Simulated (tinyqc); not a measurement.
# Ballistic Schottky-barrier transistor with a two-dimensional channel, WKB contacts: two studies

Source Fermi level 0, drain Fermi level -Vd. Far from the contacts Ec = pn - psi, and the gate moves psi one to one; the band edges relax as exp(-x/lam) from pn at the source and pn - Vd at the drain; Ev = Ec - Eg. A carrier of energy w inside the channel band meets at a contact a barrier of height D (the contact edge beyond the channel edge): T = 1 for w >= D, else exp(-S), S = 4 lam sqrt(m/C) [sqrt(D - w) - sqrt(w) arctan sqrt((D - w)/w)], C = hbar^2/(2 m0). The two contacts combine as Ts Td/(Ts + Td - Ts Td).

Parameters, values chosen for the exercise; channel values close to those of a molybdenum disulphide layer:
```
symbol,value,unit,meaning
T,300,K,temperature
Eg,1.7,eV,band gap
pn,0.29,eV,barrier for electrons at both contacts
mn,0.5,m0,electron mass
mp,0.61,m0,hole mass
g,2,,valleys or subbands
lam,1.3,nm,screening length at the contacts
Vd,0.5,V,drain bias
```

Constants: q = 1.602176634e-19 C, kB = 1.380649e-23 J/K, hbar = 1.054571817e-34 J s, h = 6.62607015e-34 J s, m0 = 9.1093837015e-31 kg, Vt = kB T/q, hbar^2/(2 m0) = 0.0380998212 eV nm^2. Results are converted to the units shown.

Each table varies one quantity; the others keep the values above.

## Ambipolar transfer curve

I/W = g (2 q^2/h) int T(w) [N(Es + w) - N(Ed + w)] dw with w the energy of motion along the channel, N(y) = (1/2 pi) sqrt(pi m kB T/C) Fm(-y/kB T), Fm(x) = (1/sqrt(pi)) int_0^infinity u^(-1/2)/(1 + exp(u - x)) du. Electrons: Ds = psi, Dd = psi - Vd, Es = Ec, Ed = Ec + Vd. Holes: Ds = -psi, Dd = Vd - psi, Es = -Ev, Ed = -Ev - Vd. The size of each current is taken; both flow from drain to source and add. The integrals are converged. Swing = d(psi)/d(log10 I).

Ambipolar transfer curve:
```
ps (V)	electrons (uA/um)	holes (uA/um)	I (uA/um)	swing (mV/decade)
-1.13	9.193e-22	0.005443	0.005443	-124.5
-0.99	2.067e-19	2.383e-4	2.383e-4	-86.96
-0.84	6.843e-17	3.016e-6	3.016e-6	-76.42
-0.7	1.539e-14	4.540e-8	4.540e-8	-77.36
-0.56	3.459e-12	7.278e-10	7.313e-10	-79.55
-0.42	7.779e-10	1.259e-11	7.905e-10	61.22
-0.27	2.575e-7	1.805e-13	2.575e-7	59.53
-0.13	5.790e-5	3.865e-15	5.790e-5	59.53
0.01	0.01168	9.585e-17	0.01168	93.88
0.15	0.2248	2.897e-18	0.2248	106.0
0.3	6.741	9.300e-20	6.741	104.0
0.44	78.93	5.442e-21	78.93	177.9
```

What does the table show?

I goes from 0.00544 through a minimum of 7.31e-10 (at ps = -0.56 V among the rows listed) to 78.9 uA/um; the exact minimum lies at psi = -0.485 V. Holes carry the left branch and electrons the right. The ratio of the last row to the smallest is 1.08e11 and of the first row 7.44e6, with barriers of 0.29 eV for electrons and 1.41 eV for holes. The steepest swing among the rows is 59.5 mV/decade, against the thermionic limit 59.5.

## Barrier height from the temperature dependence

Same model as above.

The apparent barrier is -d ln(I_e/T^1.5)/d(q/kB T), taken between T - 10 K and T + 10 K for the electron current.

Barrier height from the temperature dependence:
```
ps (V)	electrons (uA/um)	Ec (eV)	apparent barrier (eV)
-0.25	5.58e-7	0.540	0.540
-0.18	8.37e-6	0.470	0.470
-0.11	1.26e-4	0.400	0.400
-0.04	0.00188	0.330	0.330
0	0.00884	0.290	0.290
0.1	0.0777	0.190	0.223
0.17	0.348	0.120	0.169
0.24	1.71	0.050	0.109
0.31	8.39	-0.020	0.051
0.38	32.5	-0.090	0.010
0.45	89.6	-0.160	-0.010
```

What does the table show?

For psi < 0 the channel edge is the highest point, and the apparent barrier follows Ec one to one (0.540 eV against 0.540). At flat band it is 0.290 eV (psi = 0 V), near pn = 0.29 eV. Beyond, the top stays at pn but tunnelling lowers the apparent value to -0.00981 eV in the last row, so only the point where the line bends gives the true barrier.

Range of the model: No scattering, image-force lowering, channel charge or band-to-band tunnelling; parabolic kappa overstates S deep in the gap.

Program tinyqc, `OMP_NUM_THREADS=1 python tinyqc.py 2390066 2390067 out.jsonl`; Intel Xeon 2.30GHz, shared host, one thread, about 0.2 s.
